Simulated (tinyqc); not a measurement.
Comparisons within one model: nanosheet or nanowire with hard walls, valleys of the Si type. A value that a table varies takes the place of the one given here.

Six ellipsoidal valleys along the cube axes: inverse mass tensor w = 1/mt + (1/ml - 1/mt) a a^T with a the unit axis. Device axes: x along the channel, z = [001], y = z x x.

Hard walls around a W x H rectangle. The block w_c of w in (y, z) confines; the transport mass follows from 1/m_x = w_xx - w_xc w_c^-1 w_cx. The cross-section problem c (w_yy ky^2 + 2 w_yz ky kz + w_zz kz^2), c = hbar^2/2m0, is solved in products sin(n pi y/W) sin(l pi z/H), n, l = 1 to 12; if w_yz = 0 the levels are c pi^2 (w_yy n^2/W^2 + w_zz l^2/H^2). The w_yz term couples (n, l) to (n', l') by -2 c w_yz D_nn'(W) D_ll'(H) with D_nm(L) = 4 n m/(L (n^2 - m^2)) for n + m odd and 0 otherwise.

Without degeneracy the line density is N1 exp((EF - Ec)/kB T) with N1 = sum 2 g sqrt(m_x kB T/(4 pi c)) exp(-E/kB T), here over n, l up to 80 where w_yz = 0 and over all levels of a 12 x 12 sine basis otherwise; the classical value is W H Nc with Nc = 2 g_all (m_dos kB T/(4 pi c))^(3/2), m_dos = (ml mt^2)^(1/3); dVt = kB T ln(W H Nc/N1).

Constants: hbar^2/2m0 = 3.80998211 eV angstrom^2; kB = 8.617333262e-05 eV/K.

Parameters, chosen for this exercise (near those of Si; shifted at random, so the results belong to these values and not to a real crystal):
```
symbol   value                            unit      meaning
ml       0.912                            m0        longitudinal mass
mt       0.189                            m0        transverse mass
T        300                              K         temperature
g_all    6                                          number of valleys
channel  100                                        transport direction x on a (001) wafer
H        74                               angstrom  height, along z = [001]
Ws       (25, 35, 50, 75, 110, 170, 260)  angstrom  widths
W        235                              angstrom  width, along y
```

## From wire to sheet

Valleys:
```
group,valleys g,w_yy,w_zz,|w_yz|,m_x (m0)
A,2,5.29101,1.09649,0.00000,0.18900
B,2,1.09649,5.29101,0.00000,0.18900
C,2,5.29101,5.29101,0.00000,0.91200
```

Lowest level of each group (groups ordered by w_zz, then w_yy) and dVt against the width.

Results:
```
W (angstrom),A1 (eV),B1 (eV),C1 (eV),dVt (mV)
25,0.3259,0.1023,0.3547,107.5
35,0.1699,0.0700,0.1987,82.3
50,0.0871,0.0528,0.1159,61.6
75,0.0429,0.0437,0.0717,42.3
110,0.0240,0.0397,0.0528,33.2
170,0.0144,0.0378,0.0432,27.9
260,0.0105,0.0369,0.0393,25.1
```

dVt falls from 108 to 25 mV. The lowest group changes from B to A between W = 50 and 75 angstrom (H = 74). At the widest W the lowest level is 0.0105 eV; the film limit c pi^2 w_zz/H^2 of that group is 0.0075 eV.

## Channel direction

The same rectangle along [100] and [110]; groups ordered by w_zz, then w_yy.

Lowest level of each group:
```
"channel, group",valleys g,w_yy,w_zz,|w_yz|,m_x (m0),E (eV)
[100] A,2,5.291,1.096,0.000,0.189,0.0111
[100] B,2,1.096,5.291,0.000,0.189,0.0371
[100] C,2,5.291,5.291,0.000,0.912,0.0399
[110] A,2,5.291,1.096,0.000,0.189,0.0111
[110] B,4,3.194,5.291,0.000,0.550,0.0385
```

The lowest subband has m_x = 0.189 m0 and 2 valleys along [100], and 0.189 m0 and 2 valleys along [110]; its edge lies at 0.0111 and 0.0111 eV. These valleys have their axis along z, so turning the channel in the wafer plane leaves them alone; only the higher groups change.

## What each parameter does

E1 and E2 are the two lowest subband edges over all groups. Each row changes one parameter from the base and keeps the others.

Results:
```
case,E1 (eV),E2 - E1 (meV),m_x of lowest (m0),dVt (mV)
base,0.0111,10.8,0.189,25.6
W = 250 angstrom,0.0107,9.5,0.189,25.3
H = 82 angstrom,0.0097,10.8,0.189,22.7
T = 270 K,0.0111,10.8,0.189,24.9
ml = 1.003 m0,0.0104,10.8,0.189,25.3
mt = 0.17 m0,0.0115,12.0,0.170,27.3
```

The largest shifts from the base row, up to three for each result and ties (the steps differ in size, so this ranks the rows, not the parameters). E1 (eV): H -0.0014, ml -0.0007, W -0.0004, mt +0.0004; unchanged at the printed digits by T. E2 - E1 (meV): W -1.3, mt +1.2; unchanged at the printed digits by H, T and ml. m_x of lowest (m0): mt -0.019; unchanged at the printed digits by W, H, T and ml. dVt (mV): H -2.9, mt +1.7, T -0.7.

Program tinyqc; command `OMP_NUM_THREADS=1 python tinyqc.py 1280218 1280219 out.jsonl`; about 0.05 s on one thread of a shared Intel(R) Xeon(R) Processor @ 2.30GHz.
